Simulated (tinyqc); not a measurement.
Random telegraph noise from one oxide trap in a small MOSFET: one step of the calculation.

An acceptor-like trap exchanges electrons with the channel. Inversion charge Q = Cox u, u = n Vt W0(exp((Vg - VT)/(n Vt))), W0 the Lambert function, n = nf, Cox = eps0 eox/tox; linear regime Id = (W/L) mu Q Vd. Relative to threshold the surface potential rises by Vt ln(u/u0) and the oxide voltage by the rest of Vg - VT, with u0 = n Vt W0(1).

Problem. Lorentzian spectrum. Spectrum S(f) = 4 dI^2/{(tc + te)[(1/tc + 1/te)^2 + (2 pi f)^2]}; corner fc = (1/tc + 1/te)/(2 pi); variance dI^2 tc te/(tc + te)^2. Give S at f = 0, at fc and at 10 fc.

tc = 2.5056332e-6 s
te = 2.8060396e-6 s
dI = 68.650917 nA

Wanted: fc; S(0); S(fc); S(10 fc); rms current.

Solution.

fc = 1.202e5 Hz
S(0) = 6.218e-21 A^2/Hz
S(fc) = 3.109e-21 A^2/Hz
S(10 fc) = 6.157e-23 A^2/Hz
rms current = 34.27 nA

The rms value is 0.499 of the step; it reaches its largest share, 1/2, when tc = te.

Range of the model: VT is taken as given; short-channel effects and the uneven flow of current among few electrons are left out.

Numbers from tinyqc (`OMP_NUM_THREADS=1 python tinyqc.py 2710074 2710075 out.jsonl`; about 0.01 s on one thread of a shared Intel Xeon 2.30GHz).
